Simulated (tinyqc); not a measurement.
# One-dimensional ballistic tunnel FET, two-band WKB, step by step

Computed by the program tinyqc: `OMP_NUM_THREADS=1 python tinyqc.py 2620026 2620027 out.jsonl`, one thread of a shared Intel Xeon 2.30GHz, about 0.01 s for the whole run. Printed values are rounded.

A p-type source for x < 0 with its Fermi level at 0 and its valence edge at ds; in the channel the bands fall as D exp(-x/lam) towards their flat values, with the conduction edge at Ec = ds - dP and D = dP + Eg. The gate moves dP one to one. The drain Fermi level lies at -Vd and the drain side reflects nothing. For w = E - Ec between 0 and dP an electron crosses the gap. Two-band dispersion with equal masses m: inside the gap kappa = sqrt(m u (1 - u/Eg)/C), u the distance from a band edge, C = hbar^2/(2 m0).

Values chosen for this exercise; band and dielectric values close to those of In0.53Ga0.47As: temperature T = 300 K; band gap Eg = 0.747 eV; band-edge mass of the two-band model m = 0.046 m0; screening length of the source junction lam = 3 nm; source valence edge above the source Fermi level ds = 0.14 eV; drain bias Vd = 0.5 V; number of degenerate subbands (spin apart) g = 1; tunnelling window Ev(source) - Ec(channel) dP = 0.49 eV; energy above the channel conduction edge w0 = 0.26 eV; cells of the path nc = 7; points of the energy grid nE = 13.

Constants: q = 1.602176634e-19 C, kB = 1.380649e-23 J/K, hbar = 1.054571817e-34 J s, h = 6.62607015e-34 J s, m0 = 9.1093837015e-31 kg, Vt = kB T/q, hbar^2/(2 m0) = 0.0380998212 eV nm^2. Results are converted to the units shown.

## The path through the gap by the midpoint rule

At w = w0 the path runs from xa = lam ln(D/(w + Eg)) to xb = lam ln(D/w); u(x) = w + Eg - D exp(-x/lam) is the height above the valence edge. Cut it into nc equal cells: S = 2 (cell width) times the sum of kappa at the centres.

xa = 0.6171404 nm
xb = 4.679288 nm

```
cell    x (nm)     u (eV)  kappa (1/nm)
0     0.907294  0.0928332     0.3132947
1     1.487601  0.2536142     0.4497149
2     2.067908  0.3861175     0.4745695
3     2.648214  0.4953165     0.4488755
4     3.228521  0.5853099     0.3911036
5     3.808828  0.6594755     0.3054367
6     4.389135  0.7205971     0.1753594
```

S = 2.969261

## The exponent in closed form

S(w) = 2 lam int_0^Eg kappa(u) du/(w + Eg - u) = 2 pi lam sqrt(m/(C Eg)) [w + Eg/2 - sqrt(w (w + Eg))], T(w) = exp(-S). The common triangular estimate is S = (4/3) lam sqrt(m/C) Eg^1.5/(dP + Eg) for all w.

S(w0) = 2.919204
T(w0) = 0.05397665
triangular S = 2.293975

The midpoint value is 1.7 % above the closed form, and the triangular estimate 21 % below it.

## Current on a coarse grid

S(w) = 2 lam int_0^Eg kappa(u) du/(w + Eg - u) = 2 pi lam sqrt(m/(C Eg)) [w + Eg/2 - sqrt(w (w + Eg))], T(w) = exp(-S). I = g (2 q^2/h) int_0^dP T(w) [f(E) - f(E + Vd)] dw, E = ds - dP + w, f(x) = 1/(1 + exp(x/Vt)). Simpson's rule on nE equally spaced points.

```
point     w (eV)         T(w)  difference of the f
0      0.0000000  1.296681e-4            0.9969871
1      0.0408333  0.003585356            0.9993715
2      0.0816667  0.009339216            0.9998407
3      0.1225000   0.01716064            0.9998229
4      0.1633333   0.02667219            0.9992637
5      0.2041667   0.03752289            0.9964624
6      0.2450000   0.04940550            0.9830696
7      0.2858333   0.06205953            0.9228757
8      0.3266667   0.07526843            0.7114781
9      0.3675000   0.08885441            0.3369468
10     0.4083333    0.1026729           0.09479592
11     0.4491667    0.1166073           0.02112518
12     0.4900000    0.1305639          0.004427681
```

I = 0.9360877 uA

A converged quadrature gives 0.9374 uA; this grid is 0.14 % below that.
